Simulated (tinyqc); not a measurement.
Coherent transport through a tight-binding region between two chains, step by step. Computed by tinyqc, a small Python program that keeps every step. Settings: temperature = 4, mu = -0.13. Command: `OMP_NUM_THREADS=1 python tinyqc.py 26786 26787 out.jsonl` (the two numbers bound the seeds that draw the settings). One thread of a shared host (Intel(R) Xeon(R) Processor @ 2.60GHz), about 0.1 s of CPU time with the checks.

## Transmission at E = -0.52 eV

H of the central region (eV):
$$\begin{pmatrix}
0.56000 & -1.98000 \\
-1.98000 & 0.73000
\end{pmatrix}$$

Leads: semi-infinite chains with site energy 0:
```
parameter                           value
lead hopping t (eV)              2.220000
coupling to the left lead (eV)   1.450000
coupling to the right lead (eV)  0.870000
left contact site                       1
right contact site                      2
```

E = -0.52000 eV

Surface Green function g = (E - i sqrt(4 t^2 - E^2)) / (2 t^2); self-energy tc^2 g on each contact site; G = (E - H - Sigma)^(-1); Gamma = -2 Im Sigma; T = Gamma_L Gamma_R |G_LR|^2; local density of states -Im G_ii / pi.

g = -0.05276-0.44735i 1/eV

G (1/eV):
$$\begin{pmatrix}
0.27822-0.24347i & 0.52556-0.25132i \\
0.52556-0.25132i & 0.13784-0.37266i
\end{pmatrix}$$

local density of states (1/eV): [0.07750, 0.11862]

transmission = 0.43233

## Transmission across the band

The same steps on a grid of energies.

T(E):
```
E (eV)            T
-4.2180000  0.00249
-3.7962000  0.01059
-3.3744000  0.02727
-2.9526000  0.06352
-2.5308000  0.14743
-2.1090000  0.34020
-1.6872000  0.63988
-1.2654000  0.70720
-0.8436000  0.54381
-0.4218000  0.40613
0.0000000   0.32707
0.4218000   0.28696
0.8436000   0.27312
1.2654000   0.28192
1.6872000   0.31809
2.1090000   0.39886
2.5308000   0.55951
2.9526000   0.74312
3.3744000   0.46330
3.7962000   0.12802
4.2180000   0.02030
```

levels of the isolated region (eV): [-1.33682, 2.62682]

## Current

I = (2e/h) int T(E) [f(E - mu - V/2) - f(E - mu + V/2)] dE at 4 K with mu = -0.13 eV, the bias not changing H; 2e^2/h = 77.48092 microsiemens; the integral runs over the band on 4001 points.

Current:
```
V (volt)  I (microampere)
0.01000           0.25915
0.05000           1.33288
0.10000           2.68702
0.20000           5.37060
0.40000          10.78034
0.80000          21.87643
```
